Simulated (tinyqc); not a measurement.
Crystal pulling from the melt: segregation, interface stability, heat balance and point-defect regime: one step, computed by the program tinyqc. Command: `OMP_NUM_THREADS=1 python tinyqc.py 3008981 3008982 out.jsonl pull walk`. One thread of a shared host (Intel(R) Xeon(R) Processor @ 2.30GHz), about 0.01 s of CPU time with the checks.

A dilute solute; steady pulling with a flat interface unless it is found unstable.

Task: Constitutional supercooling. Liquidus slope per concentration (van 't Hoff): |m| = k_B T_m^2 (1 - k0)/L. Solute gradient at the interface: G_C = (V/D) C_s (1 - k0)/k0. Constitutional supercooling sets in when |m| G_C > G_L. Critical C_s from the equality.

Inputs (values chosen for the exercise, modelled on germanium in silicon):

| quantity | value | unit |
|---|---|---|
| equilibrium coefficient k0 | 0.34 | - |
| diffusivity in the melt D | 0.00023 | cm^2/s |
| pull rate V | 1.3 | mm/min |
| gradient in the melt G_L | 16 | K/cm |
| latent heat per volume L | 4130 | J/cm^3 |
| melting point T_m | 1685 | K |

C_s = 3.860909e+16 1/cm^3

Constants: k_B = 1.380649e-23 J/K.

Give: |m|; |m| G_C; critical C_s; ratio |m| G_C/G_L.

Result:

|m| = 6.264e-21 K cm^3

|m| G_C = 0.004423 K/cm

critical C_s = 1.397e+20 1/cm^3

ratio |m| G_C/G_L = 2.764e-04

The interface is stable by this test, with a margin of 3600.
